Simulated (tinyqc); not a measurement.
What each change does: conductance of a narrow metal strip with scatterers (square lattice, Green functions).

A strip of W sites across with hard walls, site energy 0 and hopping -t. Mode n = 1 to W has profile chi_n(j) = sqrt(2/(W + 1)) sin(n j pi/(W + 1)) and energy en = -2t cos(n pi/(W + 1)); E = en - 2t cos(kn a). With z_n = exp(i kn a) (Im k > 0 for closed modes, |z| < 1) each lead gives the self-energy -t z_n in mode n. One column carries the site energies v, here a notch at the edge (a site raised out of reach). In the mode basis V_nm = sum_j chi_n(j) v_j chi_m(j), G = (E - en + 2 t z_n - V)^-1, and t_nm = 2t sqrt(sin(kn a) sin(km a)) G_nm in size for open modes. T = sum |t_nm|^2, conductance (2e^2/h) T.

Constants: e^2/h = 3.874045865e-05 S.

Inputs chosen for the exercise (hopping and spacing of the size met in Cu or Al; the lattice is a model; the results hold for these values, not for the real material): t = 1.09 eV (hopping); W = 3 (sites across); E = -1.46 eV (Fermi energy); v = (50, 0, 0) eV (site energies in the scattering column).

Open modes M, T and the added resistance (1/T - 1/M)/(2 e^2/h). Each row changes one parameter from the base and keeps the others.

Results:

| case | M | T | added resistance (ohm) |
|---|---|---|---|
| base | 2 | 1.1000 | 5280 |
| t = 1.134 eV | 2 | 1.1118 | 5156 |
| E = -1.37 eV | 2 | 1.1175 | 5096 |
| v = (50, 50, 0) eV | 2 | 0.8863 | 8110 |

The largest shifts from the base row, up to three for each result and ties (the steps differ in size, so this ranks the rows, not the parameters). M: unchanged at the printed digits by t, E and v. T: v -0.2137, E +0.0175, t +0.0118. added resistance (ohm): v +2829, E -184, t -125.

(tinyqc, `OMP_NUM_THREADS=1 python tinyqc.py 1480068 1480069 out.jsonl`, Intel(R) Xeon(R) Processor @ 2.30GHz, 1 thread, shared host, about 0.01 s.)
